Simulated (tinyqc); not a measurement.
Elastic trap-assisted tunnelling through a dielectric: one step of the calculation.

Emitter at x = 0 (Fermi level 0), collector at x = t (Fermi level -V), band edge U(x) = phi - F x, F = V/t. A trap at x has the energy E = U(x) - Et. With G(u) = (4/(3 F)) sqrt(mo/C) max(u, 0)^1.5, C = hbar^2/(2 m0): S1 = G(phi - E) - G(Et), S2 = G(Et) - G(phi - V - E), T1,2 = exp(-S1,2). The steady rate through one trap is nu T1 T2 (f1 - f2)/(T1 + T2), f1 = f(E), f2 = f(E + V), f(y) = 1/(1 + exp(y/Vt)); both contacts offer states at E.

Task. The best-placed trap against direct tunnelling. At x = xs: E, S1, S2 and the occupation (T1 f1 + T2 f2)/(T1 + T2). Direct tunnelling at E = 0 has S = (4/(3 F)) sqrt(mo/C) [phi^1.5 - max(phi - V, 0)^1.5].

Inputs (values chosen for the exercise); dielectric values close to those of aluminium oxide: temperature T = 350 K; barrier above the emitter Fermi level phi = 2.6 eV; tunnelling mass mo = 0.4 m0; thickness t = 7.9 nm; trap depth below the band edge of the dielectric Et = 2.06 eV; attempt frequency nu = 1e13 1/s; voltage V = 2.11 V.

Constants: q = 1.602176634e-19 C, kB = 1.380649e-23 J/K, hbar = 1.054571817e-34 J s, m0 = 9.1093837015e-31 kg, Vt = kB T/q, hbar^2/(2 m0) = 0.0380998212 eV nm^2. Results are converted to the units shown.

xs = 3.37 nm

Find: E; S1; S2; occupation; S of direct tunnelling.

Result.

E = -0.3601 eV
S1 = 34.55
S2 = 35.15
occupation = 0.6443
S of direct tunnelling = 62.26

Range of the model: Phonon-assisted (inelastic) capture, chains of traps and a spread of trap depths are left out.

Program tinyqc, `OMP_NUM_THREADS=1 python tinyqc.py 2370077 2370078 out.jsonl`; Intel Xeon 2.30GHz, shared host, one thread, about 0.03 s.
